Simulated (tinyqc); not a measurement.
Junction parameters from two forward currents.

Inverse problem. D(v) = J1 (exp(v/Vt) - 1) + J2 (exp(v/(2 Vt)) - 1). Find J1, J2 and the voltage 2 Vt ln(J2/J1) near which both parts are equal.

Inputs (values chosen for the exercise): temperature T = 300 K.

Constants: q = 1.602176634e-19 C, kB = 1.380649e-23 J/K, Vt = kB T/q. Results are converted to the units shown.

junction voltages (V): [0.29, 0.63]
currents (uA/um): [7.4546552e-6, 0.20440411]

Solution. The current is linear in J1 and J2, so two points give two equations.

J1 = 5.200e-12 uA/um
J2 = 2.600e-8 uA/um
crossover = 0.4404 V

Numbers from tinyqc (`OMP_NUM_THREADS=1 python tinyqc.py 2182106 2182107 out.jsonl`; about 0.2 s on one thread of a shared Intel Xeon 2.30GHz).
